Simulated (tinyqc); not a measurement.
Changing the damping alpha: domain walls in a thin film with perpendicular anisotropy: Bloch, Neel and chiral walls, motion and stripe domains. Computed by tinyqc, a small Python program. Command: `OMP_NUM_THREADS=1 python tinyqc.py 3017564 3017565 out.jsonl mwall sweep`. One thread of a shared host (Intel(R) Xeon(R) Processor @ 2.30GHz), about 0.02 s of CPU time with the checks.

One-dimensional wall: polar angle theta(x), azimuth phi of the moment in the wall (phi = 0 Neel, 90 degrees Bloch). mu_0 = 1.25663706212e-6 T m/A, gamma = 1.76085963023e11 rad/(s T).

Inputs (values chosen for the exercise, for a model film):
```
quantity                      value        unit
saturation magnetisation M_s    789        kA/m
exchange stiffness A             11        pJ/m
uniaxial anisotropy K_u         478      kJ/m^3
DMI constant D                 0.54      mJ/m^2
thickness t                    0.92          nm
current density J              0.47  1e12 A/m^2
spin Hall angle theta_SH       0.17           -
```

Drive: spin-orbit torque.

Constants: hbar = 1.054571817e-34 J s; e = 1.602176634e-19 C.

Method:
- K_eff = K_u - mu_0 M_s^2/2; Delta = sqrt(A/K_eff); sigma_0 = 4 sqrt(A K_eff); profile theta = 2 arctan exp(x/Delta); quality factor Q = 2 K_u/(mu_0 M_s^2).
- sigma(phi) = sigma_0 + 2 Delta K_D cos^2(phi) - pi D cos(phi), with the wall shape anisotropy K_D = N_x mu_0 M_s^2/2, N_x = t ln 2/(pi Delta). The minimum has cos(phi) = D/D_N for D < D_N = 4 Delta K_D/pi and phi = 0 beyond; sigma turns negative at D_c = (sigma_0 + 2 Delta K_D)/pi.
- Spin-orbit drive: B_SL = hbar theta_SH J/(2 e M_s t) acts as the field (pi/2) B_SL cos(phi). Steady state: v = (gamma Delta/alpha)(pi/2) B_SL cos(phi) = gamma Delta [B_D sin(phi) - (B_K/2) sin(2 phi)], B_K = 2 K_D/M_s, B_D = pi D/(2 M_s Delta); the root with phi between its rest value and 90 degrees; v saturates at v_D = gamma Delta B_D.

One run for each value:
```
damping alpha  velocity (m/s)  azimuth in motion (degrees)
0.010                  188.69                       89.041
0.018                  188.16                       88.279
0.032                  187.16                       86.955
0.058                  185.09                       84.537
0.100                  181.22                       80.752
0.190                  171.43                       73.210
0.330                  154.54                       63.110
0.600                  124.35                       48.571
```

What does the table show?

Over the rows, velocity (m/s) falls from 189 to 124 (exponent d ln y / d ln x -0.0048 between the first rows and -0.36 between the last); azimuth in motion (degrees) falls from 89.0 to 48.6 (exponent d ln y / d ln x -0.015 between the first rows and -0.44 between the last).

Caution (all rows): pinning, heating and tilting of the wall are left out.

Extremes, crossings and ranges named in words are read from the listed rows.
